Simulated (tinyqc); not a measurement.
Inside a calculation. Model: transfer-length model of a contact.

Program tinyqc, `OMP_NUM_THREADS=1 python tinyqc.py 2760124 2760125 out.jsonl`; Intel Xeon 2.30GHz, shared host, one thread, about 0.01 s. Printed values are rounded.

A metal contact of length d and width W on a thin layer of the same width. The metal has no resistance, the sheet resistance under it equals Rsh, and current enters the layer at the front edge x = 0.

Parameters, values chosen for the exercise: contact length d = 0.8 um; contact width W = 9.3 um.

## Straight-line fit

```
gap	L (um)	R_T (ohm)
1	1.8	79.529
2	3.5	112.23
3	6.8	176.76
4	13	295.8
5	25	529.72
```

Pairs of such contacts at gaps L have R_T = Rsh L/W + 2 Rc. The values of R_T were made from Rsh and rc with a random scatter of 0.2 % and are treated as data. Least squares: slope = sum (L - mean L)(R_T - mean R_T)/sum (L - mean L)^2, intercept = mean R_T - slope mean L. Rsh = slope W, Rc = intercept/2, and A = Rc/slope is half the distance from the origin to the zero of the line.

slope = 19.3992 ohm/um
intercept = 44.4274 ohm
Rsh = 180.413 ohm/sq
Rc = 22.2137 ohm
A = 1.14508 um

## Iteration 1: transfer length

Lt at the start = 1.14508 um

A = Lt coth(d/Lt) is solved for Lt, starting from Lt = A. Lt(new) = A tanh(d/Lt).

Lt after iteration 1 = 0.691061 um

## Iteration 2: transfer length

As before.

Lt after iteration 2 = 0.939275 um

## Course of the iteration

Stop when Lt changes by less than 1e-9 of itself, or after 40 iterations.

Course of the iteration:
```
iteration	Lt (um)	relative change
1	0.691061	0.396
2	0.939275	0.359
3	0.792359	0.156
4	0.876691	0.106
5	0.827139	0.0565
6	0.855910	0.0348
7	0.839078	0.0197
8	0.848884	0.0117
9	0.843157	6.75e-3
...	...	...
31	0.845266	4.83e-8
32	0.845266	2.82e-8
33	0.845266	1.64e-8
34	0.845266	9.60e-9
35	0.845266	5.60e-9
36	0.845266	3.27e-9
37	0.845266	1.91e-9
38	0.845266	1.11e-9
39	0.845266	6.49e-10
```

Converged in 39 iterations. The plain step multiplies the error by -2x/sinh(2x) = -0.58, x = d/Lt.

## Contact resistivity

converged Lt = 0.845266 um

rc = Rsh Lt^2. Short cuts: Rsh A^2 (long contact, Lt = A) and Rc W d (short contact, even current).

rc = 1.28900e-6 ohm cm^2
Rsh A^2 = 2.36559e-6 ohm cm^2
Rc W d = 1.65270e-6 ohm cm^2

The extracted rc is 0.85 % below the value 1.3e-6 ohm cm^2 that made the data. The long-contact form is 84 % above the extracted value and the short-contact form 28 % above it; both can only overstate it.
